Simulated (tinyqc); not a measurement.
Worked calculation: Kane-Mele model of a buckled honeycomb layer in a normal field. Values are carried at full precision from step to step, so a last printed digit may differ when a step is redone from the rounded ones.

Sublattices A and B lie at +/-b, so the field gives them the energies +/-D, D = e b Ez (in eV for b in angstrom and Ez in V/angstrom); 2 lam is the gap at zero field. Near the valleys tau = +/-1, for spin sz = +/-1: H = hbar v (tau qx sx + qy sy) + m sz_AB with m = D - tau sz lam, hbar v = (sqrt3/2) a t. On the lattice the spin-orbit term is the second-neighbour hopping i (lam/3 sqrt3) nu sz, nu = +/-1 by the sense of the turn. The filled band of one cone contributes tau sign(m)/2 to the Chern number, in the sense Omega = curl of i<u|grad u>. Rashba terms are left out.

Constants: hbar^2/2m0 = 3.80998211 eV angstrom^2.

Values chosen for the exercise (of the size used for stanene; not measured data):
- a = 4.67 angstrom (lattice constant)
- t = 1.41 eV (hopping)
- lam = 0.089 eV (spin-orbit half gap)
- b = 0.38 angstrom (half the buckling height)
- Ez = 0.18 V/angstrom (normal field at the atoms, after screening; 0.01 is 1 MV/cm, and gates reach some 0.05)
- q = 0.0054 1/angstrom (distance from K along x)

## The four Dirac masses

Form D, hbar v, and for each flavour m, the gap 2|m|, the band mass 2c|m|/(hbar v)^2 with c = hbar^2/2m0, and the share of the Chern number.

D = 68.400 meV
hbar v = 5.7025 eV angstrom

Flavours:
```
tau  sz  m (meV)  gap (meV)  mass (m0)  share of C
1     1  -20.600     41.200    0.00483        -0.5
1    -1  157.400    314.800    0.03688         0.5
-1    1  157.400    314.800    0.03688        -0.5
-1   -1  -20.600     41.200    0.00483         0.5
```

## Invariants

C(up) and C(down) are the sums over valleys; spin Chern number (C(up) - C(down))/2; valley number, the sum for tau = +1 less that for tau = -1; Z2 index |C(up)| mod 2; critical field lam/b.

C(up), C(down): [-1, 1]

spin Chern number = -1
valley number = 0
Z2 = 1
critical field = 0.2342 V/angstrom

|D| < lam: the masses of one spin have opposite signs in the two valleys, a quantum spin Hall insulator.

## Levels and curvature at distance q

E = sqrt(m^2 + (hbar v q)^2); curvature of the filled band Omega = tau (hbar v)^2 m/(2 E^3).

At q:
```
tau  sz  E (meV)  Omega (angstrom^2)
1     1   37.049               -6586
1    -1  160.384               620.3
-1    1  160.384              -620.3
-1   -1   37.049                6586
```

In each valley the two spins differ by 123.335 meV, with opposite order in the other valley.

## Checks

- Curvature formula against a plaquette: both -6586.

(tinyqc, `OMP_NUM_THREADS=1 python tinyqc.py 1450501 1450502 out.jsonl`, Intel(R) Xeon(R) Processor @ 2.30GHz, 1 thread, shared host, about 0.01 s.)
